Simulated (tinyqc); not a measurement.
## Drift layer from breakdown voltage and on-resistance

Question. An ideal drift layer with a triangular field at breakdown has BV = Ec W/2, N = eps0 eps_r Ec/(q W) and Ron = W/(q mu N). Find Ec, W and N.

Values chosen for this exercise: relative permittivity eps_r = 12.5; electron mobility of the drift layer mu = 5070 cm^2/(V s).

Constants: q = 1.602176634e-19 C, eps0 = 8.8541878128e-14 F/cm where lengths are in cm. Results are converted to the units shown.

BV = 130.26229 V
Ron = 0.13927564 mohm cm^2

Answer. Eliminating W and N gives Ron = 4 BV^2/(eps0 eps_r mu Ec^3), which yields Ec.

Ec = 443 kV/cm
W = 5.88 um
N = 5.20e15 cm^-3

Computed by the program tinyqc: `OMP_NUM_THREADS=1 python tinyqc.py 2120111 2120112 out.jsonl`, one thread of a shared Intel Xeon 2.30GHz, about 0.06 s for the whole run.
